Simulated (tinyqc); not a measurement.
All together: low-temperature mobility of a two-dimensional electron gas with static screening. Computed by tinyqc, a small Python program. Command: `OMP_NUM_THREADS=1 python tinyqc.py 3014576 3014577 out.jsonl twodeg walk`. One thread of a shared host (Intel(R) Xeon(R) Processor @ 2.30GHz), about 0.01 s of CPU time with the checks.

One subband is filled, the gas is degenerate and scatters at the Fermi circle; one permittivity serves on both sides of the interface. All formulas are in SI units, masses times m_0. Piezoelectric and polar phonons are left out, and n_s is taken as set by a gate, independent of N_i.

Inputs (values chosen for the exercise, modelled on an InAs channel):
```
quantity                                        value    unit
in-plane mass m                                0.0301     m_0
mass across the layer m_z                      0.0301     m_0
permittivity eps                                 15.2       -
valley degeneracy g_v                               1       -
sheet density n_s                               6e+11  1/cm^2
depletion charge N_d                          4.1e+10  1/cm^2
roughness height Delta                           0.71      nm
correlation length Lambda                         1.7      nm
remote charge density N_i                     7.6e+11  1/cm^2
distance d of the charges from the interface        2      nm
density rho                                      5680  kg/m^3
sound velocity v_l                               4370     m/s
deformation potential D_A                           7      eV
temperature T                                      77       K
```

Wave function: Fang-Howard. Roughness spectrum: exponential.

Constants: m_0 = 9.1093837015e-31 kg; e = 1.602176634e-19 C; eps_0 = 8.8541878128e-12 F/m; hbar = 1.054571817e-34 J s; k_B = 1.380649e-23 J/K.

Method:
- k_F = sqrt(2 pi n_s/g_v); E_F = hbar^2 k_F^2/(2 m); q_TF = g_v m e^2/(2 pi eps eps_0 hbar^2); Fang-Howard parameter b = [12 m_z e^2 (N_d + 11 n_s/32)/(eps eps_0 hbar^2)]^(1/3), mean depth 3/b; effective field F = e (N_d + n_s/2)/(eps eps_0).
- Form factors with u = q/b: screening G(q) = [1 + 9u/8 + 3u^2/8]/(1 + u)^3, remote charge P(q) = exp(-q d)/(1 + u)^3. Dielectric function eps(q) = 1 + q_TF G(q)/q, with q = 2 k_F sin(theta/2).
- Roughness: <|U|^2> = (e F)^2 S(q), S = pi Delta^2 Lambda^2/(1 + q^2 Lambda^2/2)^(3/2).
- 1/tau_t = (m/(pi hbar^3)) int_0^pi (1 - cos theta) <|U|^2>/eps(q)^2 dtheta; the quantum rate 1/tau_q drops the factor (1 - cos theta); 200 Gauss-Legendre points in s with theta = pi s^2, s from 0 to 1; mu = e tau_t/m.
- Remote charges: <|U|^2> = N_i [e^2 P(q)/(2 eps eps_0 q)]^2.
- Unscreened deformation potential in equipartition: 1/tau = m D_A^2 k_B T I/(rho v_l^2 hbar^3), I = int |psi|^4 dz = 3 b/16 for the Fang-Howard function (used for both wave-function options); mu = e tau/m. Bloch-Grueneisen temperature T_BG = 2 hbar v_l k_F/k_B.
- At the Fermi circle the rates add, so 1/mu is the sum; sheet resistance 1/(n_s e mu); mean free path hbar k_F mu/e; the quantum time adds the rates 1/tau_q, with the isotropic acoustic rate e/(m mu).

roughness mobility = 1.83516e+06 cm^2/(V s)

remote-charge mobility = 211399 cm^2/(V s)

acoustic mobility = 4.49156e+06 cm^2/(V s)

k_F = 0.194163 1/nm

tau_q, roughness = 35.6022 ps

tau_q, charges = 0.0820862 ps

Mobilities:
```
process           mu (cm^2/(V s))  share of 1/mu (%)
roughness              1.8352e+06             9.9112
remote charges         2.1140e+05             86.039
acoustic phonons       4.4916e+06             4.0495
```

mobility mu = 1.8189e+05 cm^2/(V s)

sheet resistance = 57.192 ohm

mean free path = 2324.5 nm

Dingle ratio tau_t/tau_q = 38.048

The largest single share of 1/mu (86 %) belongs to remote charges: they are many or near enough that screening leaves their potential the strongest. The Dingle ratio of 38.0 marks small-angle scattering by a smooth potential. Caution: E_F exceeds 1.1 (hbar^2 e^2 F^2/2 m_z)^(1/3), of the order of the first subband spacing (1.75 times that in a triangular well, less with self-consistent band bending), so a second subband may fill.

Extremes, crossings and ranges named in words are read from the listed rows.
